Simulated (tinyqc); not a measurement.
From results back to parameters: nanosheet or nanowire with hard walls, valleys of the Si type. Three cases, with inputs chosen for the exercise.

Problem. In a hard-walled rectangle E(n, l) = c pi^2 (n^2/(m_y W^2) + l^2/(m_z H^2)), c = hbar^2/2m0. Two levels were computed from hidden W and H.

Constants: hbar^2/2m0 = 3.80998211 eV angstrom^2.

Case 1.

Values chosen (out of a larger set: near those of Si; not measured data): m_y = 0.191 m0 (mass across the width); m_z = 0.899 m0 (mass along the height).

E(1, 1) = 0.021576 eV
E(2, 1) = 0.043270 eV

Case 2.

Values chosen (out of a larger set: near those of Si; not measured data): m_y = 0.193 m0 (mass across the width); m_z = 0.926 m0 (mass along the height).

E(1, 1) = 0.010027 eV
E(2, 1) = 0.019016 eV

Case 3.

Values chosen (out of a larger set: near those of Si; not measured data): m_y = 0.192 m0 (mass across the width); m_z = 0.916 m0 (mass along the height).

E(1, 1) = 0.043528 eV
E(2, 1) = 0.124849 eV

Find: width term; height term; W; H.

Solution. The difference of the two levels is three times the width term; the rest of E(1, 1) is the height term.

Case 1.

width term = 7.23 meV
height term = 14.34 meV
W = 165.0 angstrom
H = 54.0 angstrom

Case 2.

width term = 3.00 meV
height term = 7.03 meV
W = 255.0 angstrom
H = 76.0 angstrom

Case 3.

width term = 27.11 meV
height term = 16.42 meV
W = 85.0 angstrom
H = 50.0 angstrom

Computed by tinyqc, one run a case: `OMP_NUM_THREADS=1 python tinyqc.py N N+1 out.jsonl` with N = 1282167, 1282182, 1282228; one thread of a shared Intel(R) Xeon(R) Processor @ 2.30GHz, about 0.05 s a run at most.
